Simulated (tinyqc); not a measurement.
Comparisons within one model: nanosheet or nanowire with hard walls, valleys of the Si type. A value that a table varies takes the place of the one given here.

Six ellipsoidal valleys along the cube axes: inverse mass tensor w = 1/mt + (1/ml - 1/mt) a a^T with a the unit axis. Device axes: x along the channel, z = [001], y = z x x.

Hard walls around a W x H rectangle. The block w_c of w in (y, z) confines; the transport mass follows from 1/m_x = w_xx - w_xc w_c^-1 w_cx. The cross-section problem c (w_yy ky^2 + 2 w_yz ky kz + w_zz kz^2), c = hbar^2/2m0, is solved in products sin(n pi y/W) sin(l pi z/H), n, l = 1 to 12; if w_yz = 0 the levels are c pi^2 (w_yy n^2/W^2 + w_zz l^2/H^2). The w_yz term couples (n, l) to (n', l') by -2 c w_yz D_nn'(W) D_ll'(H) with D_nm(L) = 4 n m/(L (n^2 - m^2)) for n + m odd and 0 otherwise.

Without degeneracy the line density is N1 exp((EF - Ec)/kB T) with N1 = sum 2 g sqrt(m_x kB T/(4 pi c)) exp(-E/kB T), here over n, l up to 80 where w_yz = 0 and over all levels of a 12 x 12 sine basis otherwise; the classical value is W H Nc with Nc = 2 g_all (m_dos kB T/(4 pi c))^(3/2), m_dos = (ml mt^2)^(1/3); dVt = kB T ln(W H Nc/N1).

Constants: hbar^2/2m0 = 3.80998211 eV angstrom^2; kB = 8.617333262e-05 eV/K.

Inputs chosen for the exercise (near those of Si; not measured data):
- ml = 0.905 m0 (longitudinal mass)
- mt = 0.191 m0 (transverse mass)
- T = 300 K (temperature)
- g_all = 6 (number of valleys)
- channel = 110 (transport direction x on a (001) wafer)
- H = 32 angstrom (height, along z = [001])
- Ws = (30, 40, 60, 90, 140, 220, 350) angstrom (widths)
- W = 60 angstrom (width, along y)

## From wire to sheet

Valleys:

| group | valleys g | w_yy | w_zz | \|w_yz\| | m_x (m0) |
|---|---|---|---|---|---|
| A | 2 | 5.23560 | 1.10497 | 0.00000 | 0.19100 |
| B | 4 | 3.17029 | 5.23560 | 0.00000 | 0.54800 |

Lowest level of each group (groups ordered by w_zz, then w_yy) and dVt against the width.

Results:

| W (angstrom) | A1 (eV) | B1 (eV) | dVt (mV) |
|---|---|---|---|
| 30 | 0.2593 | 0.3247 | 241.7 |
| 40 | 0.1636 | 0.2668 | 158.0 |
| 60 | 0.0953 | 0.2254 | 101.1 |
| 90 | 0.0649 | 0.2070 | 79.9 |
| 140 | 0.0506 | 0.1983 | 70.6 |
| 220 | 0.0446 | 0.1947 | 66.0 |
| 350 | 0.0422 | 0.1932 | 63.4 |

How do the results move?

dVt falls from 242 to 63 mV. Group A is lowest at every width, by 65 meV in the narrowest and 151 meV in the widest. At the widest W the lowest level is 0.0422 eV; the film limit c pi^2 w_zz/H^2 of that group is 0.0406 eV.

## Channel direction

The same rectangle along [100] and [110]; groups ordered by w_zz, then w_yy.

Lowest level of each group:

| channel, group | valleys g | w_yy | w_zz | \|w_yz\| | m_x (m0) | E (eV) |
|---|---|---|---|---|---|---|
| [100] A | 2 | 5.236 | 1.105 | 0.000 | 0.191 | 0.0953 |
| [100] B | 2 | 1.105 | 5.236 | 0.000 | 0.191 | 0.2038 |
| [100] C | 2 | 5.236 | 5.236 | 0.000 | 0.905 | 0.2469 |
| [110] A | 2 | 5.236 | 1.105 | 0.000 | 0.191 | 0.0953 |
| [110] B | 4 | 3.170 | 5.236 | 0.000 | 0.548 | 0.2254 |

What does this show, and why?

The lowest subband has m_x = 0.191 m0 and 2 valleys along [100], and 0.191 m0 and 2 valleys along [110]; its edge lies at 0.0953 and 0.0953 eV. These valleys have their axis along z, so turning the channel in the wafer plane leaves them alone; only the higher groups change.

## What each parameter does

E1 and E2 are the two lowest subband edges over all groups. Each row changes one parameter from the base and keeps the others.

Results:

| case | E1 (eV) | E2 - E1 (meV) | m_x of lowest (m0) | dVt (mV) |
|---|---|---|---|---|
| base | 0.0953 | 121.7 | 0.191 | 101.1 |
| W = 75 angstrom | 0.0756 | 105.0 | 0.191 | 86.9 |
| H = 26 angstrom | 0.1162 | 164.1 | 0.191 | 117.3 |
| T = 350 K | 0.0953 | 121.7 | 0.191 | 105.6 |
| ml = 0.996 m0 | 0.0916 | 110.6 | 0.191 | 98.5 |
| mt = 0.21 m0 | 0.0903 | 115.2 | 0.210 | 96.9 |

How do the results move?

The largest shifts from the base row, up to three for each result and ties (the steps differ in size, so this ranks the rows, not the parameters). E1 (eV): H +0.0209, W -0.0197, mt -0.0049; unchanged at the printed digits by T. E2 - E1 (meV): H +42.3, W -16.7, ml -11.1; unchanged at the printed digits by T. m_x of lowest (m0): mt +0.019; unchanged at the printed digits by W, H, T and ml. dVt (mV): H +16.3, W -14.2, T +4.6.

(tinyqc, `OMP_NUM_THREADS=1 python tinyqc.py 1251630 1251631 out.jsonl`, Intel(R) Xeon(R) Processor @ 2.30GHz, 1 thread, shared host, about 0.02 s.)
